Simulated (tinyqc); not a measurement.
Undoped symmetric double-gate MOSFET, analytic potential model: one step of the calculation.

An undoped body of thickness ts between two equal insulators and tied gates; long channel, electrons only, n = ni exp((psi - V)/Vt) with V the quasi-Fermi potential (0 at the source, Vd at the drain), constant mobility, no quantisation. Across the body psi(x) = V - 2 Vt ln[(ts/(2 beta)) sqrt(q ni/(2 eps0 eps_r Vt)) cos(2 beta x/ts)], x from the centre. Q is the electron charge per area of the whole body.

Question. Charges and drain current. beta (between 0 and pi/2) solves (Vg - V0 - V)/(2 Vt) = ln(beta) - ln(cos beta) + 2 r beta tan(beta). Q = 8 eps0 eps_r Vt beta tan(beta)/ts; I = mu (1/L)(4 eps0 eps_r/ts)(2 Vt)^2 [g(beta_s) - g(beta_d)] per width, g = beta tan(beta) - beta^2/2 + r beta^2 tan^2(beta), with beta_s at V = 0 and beta_d at V = Vd.

Parameters, values chosen for the exercise; material values close to those of silicon:

| symbol | value | unit | meaning |
|---|---|---|---|
| T | 250 | K | temperature |
| eps_r | 11.6 |  | relative permittivity of the semiconductor |
| ts | 5 | nm | body thickness |
| mu | 410 | cm^2/(V s) | channel mobility |
| L | 0.2 | um | gate length |
| Vd | 0.05 | V | drain voltage |

Constants: q = 1.602176634e-19 C, kB = 1.380649e-23 J/K, Vt = kB T/q, eps0 = 8.8541878128e-14 F/cm where lengths are in cm. Results are converted to the units shown.

beta_s = 1.0072848
beta_d = 0.93169913
r = 1.4276923

Wanted: Qs; Qd; g(beta_s); g(beta_d); I.

Answer.

Qs = 564.4 nC/cm^2
Qd = 443.9 nC/cm^2
g(beta_s) = 4.715
g(beta_d) = 3.064
I = 51.64 uA/um

The term r beta^2 tan^2(beta), which gives the square law, makes up 76.9 % of g at the source.

Computed by the program tinyqc: `OMP_NUM_THREADS=1 python tinyqc.py 2440143 2440144 out.jsonl`, one thread of a shared Intel Xeon 2.30GHz, about 0.02 s for the whole run.
